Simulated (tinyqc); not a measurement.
Gamma, L and X subbands of a thin body with non-parabolic valleys: sweeps and comparisons. A value that a table varies takes the place of the one given here.

Hard walls, flat band, c = hbar^2/2m0, energies from the bulk Gamma edge. For a valley at angle theta to the normal 1/m_z = cos^2/ml + sin^2/mt and m_d = sqrt(ml mt^2/m_z). Subband n starts at E_v + e with e (1 + a e) = c (n pi/t)^2/m_z, and its density-of-states mass is taken as m_d (1 + 2 a e), without further growth at higher in-plane energy. Groups are named by valley and degeneracy.

n_i = g m/(2 pi c) kB T ln(1 + exp((EF - E_i)/kB T)), sum n_i = Ns (1e12/cm^2 = 1e-4/angstrom^2), c = hbar^2/2m0. Quantum capacitance Cq = 1602.176634 sum g m/(2 pi c) f_i in microfarad/cm^2 with f_i = 1/(1 + exp((E_i - EF)/kB T)); Cox = 34.5313/eot (one gate); C/Cox = Cq/(Cq + Cox), the centroid term left out.

Constants: hbar^2/2m0 = 3.80998211 eV angstrom^2; kB = 8.617333262e-05 eV/K.

Inputs chosen for the exercise (near those of a thin InAs channel; shifted at random, so the results belong to these values and not to a real crystal): face = 100 (surface); mG = 0.0263 m0 (Gamma mass); aG = 2.24 1/eV (Gamma non-parabolicity); EL = 0.699 eV (L edge above Gamma); mL = (0.649, 0.049) m0 (L valleys (four, along <111>): ml, mt); EX = 0.985 eV (X edge above Gamma); mX = (1.174, 0.165) m0 (X valleys (three, along <100>): ml, mt); aS = 0.51 1/eV (non-parabolicity of L and X); Ns = 2.1 x 1e12/cm^2 (sheet density); T = 300 K (temperature); eot = 7 angstrom (equivalent oxide thickness); ts = (18, 24, 30, 40, 55, 75, 110) angstrom (thicknesses); t = 66 angstrom (body thickness); Nl = (0.5, 1, 2, 4, 7, 11, 16) x 1e12/cm^2 (sheet densities).

## Thinning the body

Lowest edge of each valley type, the lowest group, the Gamma share and C/Cox, with n = 1 to 8 of all groups.

Results:
```
t (angstrom),Gamma (eV),L (eV),X (eV),lowest,Gamma share (%),C/Cox
18,1.198,1.762,1.079,X1,1.6,0.622
24,0.853,1.382,1.039,G1,99.8,0.575
30,0.648,1.174,1.020,G1,100.0,0.542
40,0.447,0.988,1.005,G1,100.0,0.495
55,0.288,0.861,0.996,G1,100.0,0.440
75,0.181,0.789,0.991,G1,100.0,0.389
110,0.097,0.742,0.988,G1,100.0,0.367
```

From 110 down to 18 angstrom Gamma rises by 1.10 eV, L by 1.02 and X by 0.09 eV, the light Gamma mass moving most. The lowest group changes from G1 to X1 between 24 and 18 angstrom. The Gamma share goes from 100 % to 2 %. C/Cox is 0.37 and 0.62 at the ends and lies between 0.37 and 0.62. Hard walls overstate the rise in the thinnest rows.

## Raising the sheet density

Fixed thickness, n = 1 to 8 of all groups; the gate overdrive above the lowest edge is (EF - E_lowest)/e + 0.1602177 Ns/Cox in volts.

Results:
```
Ns (1e12/cm^2),EF - lowest (eV),Gamma share (%),Cq,C/Cox,overdrive (V)
0.5,0.009,100.0,2.05,0.294,0.025
1.0,0.041,100.0,2.90,0.370,0.074
2.0,0.091,100.0,3.39,0.408,0.156
4.0,0.183,100.0,3.50,0.415,0.313
7.0,0.313,100.0,4.54,0.479,0.540
11.0,0.406,100.0,9.05,0.647,0.763
16.0,0.488,99.3,10.46,0.680,1.007
```

The lowest subband is G1 n=1. At the highest density band filling takes 0.488 V of the 1.007 V overdrive. Cq grows from 2.1 to 10.5 microfarad/cm^2 while EF moves from +0.009 to +0.488 eV against the lowest edge; the Gamma share stays near 100 %.

## What each parameter does

n = 1 to 8 of all groups. Each row changes one parameter from the base and keeps the others.

Results:
```
case,lowest edge (eV),EF (eV),Gamma share (%),C/Cox
base,0.220,0.316,100.0,0.409
t = 60 angstrom,0.253,0.342,100.0,0.425
mG = 0.0302 m0,0.198,0.285,100.0,0.428
aG = 1.57 1/eV,0.239,0.348,100.0,0.381
EL = 0.749 eV,0.220,0.316,100.0,0.409
Ns = 3.15 x 1e12/cm^2,0.220,0.364,100.0,0.414
eot = 5 angstrom,0.220,0.316,100.0,0.331
T = 250 K,0.220,0.316,100.0,0.412
```

The largest shifts from the base row, up to three for each result and ties (the steps differ in size, so this ranks the rows, not the parameters). lowest edge (eV): t +0.033, mG -0.022, aG +0.019; unchanged at the printed digits by EL, Ns, eot and T. EF (eV): Ns +0.049, aG +0.032, mG -0.030; unchanged at the printed digits by EL, eot and T. Gamma share (%): unchanged at the printed digits by t, mG, aG, EL, Ns, eot and T. C/Cox: eot -0.078, aG -0.028, mG +0.019; unchanged at the printed digits by EL.

Run: tinyqc, `OMP_NUM_THREADS=1 python tinyqc.py 1251841 1251842 out.jsonl`; Intel(R) Xeon(R) Processor @ 2.30GHz, one thread, shared host; about 0.03 s of CPU time with all checks.
